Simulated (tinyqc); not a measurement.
Implant damage, amorphisation by cascade overlap, and solid-phase epitaxial regrowth: one step, computed by the program tinyqc. Command: `OMP_NUM_THREADS=1 python tinyqc.py 3110643 3110644 out.jsonl sper walk`. One thread of a shared host (Intel(R) Xeon(R) Processor @ 2.30GHz), about 0.01 s of CPU time with the checks.

Range and width of the damage are inputs. Dynamic annealing enters only through the surviving share f.

Task: The amorphous layer. Displaced share x(z) = f nu Q exp(-(z - R_d)^2/(2 s_d^2))/(sqrt(2 pi) s_d N); the layer is amorphous where x > x_c, between R_d -/+ s_d sqrt(2 ln(x_max/x_c)), the upper edge being cut at the surface. Threshold dose Q_c = Q x_c/x_max.

Inputs (values chosen for the exercise, modelled on silicon ions in silicon):
```
quantity                           value    unit
atomic density N                    49.9  1/nm^3
depth of the damage peak R_d          46      nm
width of the damage profile s_d       25      nm
share of defects that survive f     0.44       -
critical displaced share x_c        0.14       -
dose Q                           1.2e+15  1/cm^2
```

displacements per ion nu = 770.4127

Give: peak displaced share x_max; threshold dose Q_c; upper edge; lower edge.

Result:

peak displaced share x_max = 1.3008

threshold dose Q_c = 1.2915e+14 1/cm^2

upper edge = 0 nm

lower edge = 98.786 nm

The layer reaches the surface. Caution: x above 1 counts atoms displaced more than once.
